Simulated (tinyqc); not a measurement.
Charge control and current of a heterostructure field-effect transistor: one step, computed by the program tinyqc.

Two subbands in a triangular well; E_F is counted from the conduction band edge of the channel at the interface.

Question. Saturation current. With V = e n_s/C_g and V_c = v_s L/mu: for v = mu F up to v_s, I/W = C_g v_s V_c (sqrt(1 + (V/V_c)^2) - 1) and V_Dsat = V + V_c - sqrt(V^2 + V_c^2); g_m = dI/dV; extrinsic g_m/(1 + g_m R_S); f_T = g_m/(2 pi C_g L).

Inputs (values chosen for the exercise, modelled on AlGaAs/GaAs):

| quantity | value | unit |
|---|---|---|
| permittivity eps (barrier and channel) | 12.6 | - |
| conduction band offset dE_c | 0.3 | eV |
| mobility mu | 6100 | cm^2/(V s) |
| saturation velocity v_s | 1.8 | 1e7 cm/s |
| gate length L | 310 | nm |
| source resistance R_S | 0 | ohm mm |
| temperature T | 300 | K |
| spacer between delta layer and channel | 4 | nm |

Charge source: delta doping. Velocity law: two-piece.

sheet density n_s = 3.036239e+12 1/cm^2

gate capacitance C_g = 0.2561155 microfarad/cm^2

Constants: e = 1.602176634e-19 C.

Give: V; V_c; V_Dsat; saturation current I/W; intrinsic g_m; extrinsic g_m; intrinsic f_T.

Answer.

V = 1.8994 V

V_c = 0.091475 V

V_Dsat = 0.089274 V

saturation current I/W = 834.47 mA/mm

intrinsic g_m = 460.47 mS/mm

extrinsic g_m = 460.47 mS/mm

intrinsic f_T = 92.306 GHz

V/V_c = 20.76: velocity saturation rules; I is 95 % of e n_s v_s = 876 mA/mm. Caution: E_F lies above the conduction band minimum of the barrier, so electrons would spill into the barrier.
